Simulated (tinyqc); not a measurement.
What each parameter does: donor near an oxide interface in a gate field (two-state model).

Interface at z = 0 (hard wall), donor at z = d, field F pulling electrons to the interface: potential e F z; 1 kV/cm = 1e-5 eV/angstrom, c = hbar^2/2m0, q = e^2/(4 pi eps0), Q = (eps - eo)/(eps + eo). Donor state: E_D = e F d - ED - q Q/(4 eps d), the last term joining the images of ion and electron. Interface state: z exp(-b z/2) exp(-rho^2/(2 L^2)) with E_z = c b^2/(4 mz) + 3 e F/b + q Q b/(8 eps), minimised over b; in the plane at z = 3/b the ion (distance D = d - 3/b) and its image (D' = d + 3/b) give E_rho = c/(mt L^2) - (q/eps)(sqrt(pi)/L)[erfcx(D/L) + Q erfcx(D'/L)], erfcx(x) = exp(x^2) erfc(x), minimised over L. E_I = E_z + E_rho.

The two states couple by t = t0 exp(-D/aD) with t0 = q/(eps aD) (2 aD/L) sqrt(aD b/2) v, v a valley factor; this form is an estimate. With detuning u = E_D - E_I the splitting is sqrt(u^2 + 4 t^2) and the lower state has weight (1 - u/sqrt(u^2 + 4 t^2))/2 on the donor.

Constants: hbar^2/2m0 = 3.80998211 eV angstrom^2; e^2/(4 pi eps0) = 14.39964547 eV angstrom.

Parameters, chosen for this exercise (near those of a donor in Si below Si3N4, static dielectric constants; the results hold for these values, not for the real material): d = 90 angstrom (depth of the donor); ED = 31.2 meV (bulk binding energy); mz = 0.923 m0 (mass across the interface); mt = 0.191 m0 (mass in the plane); eps = 11.5 (dielectric constant of the semiconductor); eo = 7.5 (dielectric constant of the oxide); aD = 16.9 angstrom (donor radius); v = 0.3 (valley factor).

Critical field (E_D = E_I), and t and L there.

One parameter was then changed.

Results before and after:

| case | critical field (kV/cm) | t (meV) | L (angstrom) |
|---|---|---|---|
| base | 52.5 | 0.331 | 73.7 |
| changed | 52.5 | 0.468 | 73.7 |

Which of these changes was made? (a) d = 105 angstrom; (b) eo = 11.2; (c) mz = 0.785 m0; (d) ED = 37.2 meV; (e) mt = 0.22 m0; (f) aD = 18.6 angstrom; (g) eps = 12.2.

Answer: (f) aD = 18.6 angstrom. Of the candidates, run in turn, only this one gives the changed row.

All candidates:

| case | critical field (kV/cm) | t (meV) | L (angstrom) |
|---|---|---|---|
| base | 52.5 | 0.331 | 73.7 |
| d = 105 angstrom | 43.6 | 0.135 | 82.7 |
| ED = 37.2 meV | 63.7 | 0.293 | 75.2 |
| aD = 18.6 angstrom | 52.5 | 0.468 | 73.7 |
| mz = 0.785 m0 | 54.6 | 0.354 | 72.9 |
| mt = 0.22 m0 | 51.5 | 0.356 | 69.3 |
| eo = 11.2 | 49.9 | 0.303 | 76.3 |
| eps = 12.2 | 54.4 | 0.300 | 75.6 |

tinyqc: `OMP_NUM_THREADS=1 python tinyqc.py 1282132 1282133 out.jsonl`; about 0.1 s, one thread, shared Intel(R) Xeon(R) Processor @ 2.30GHz.
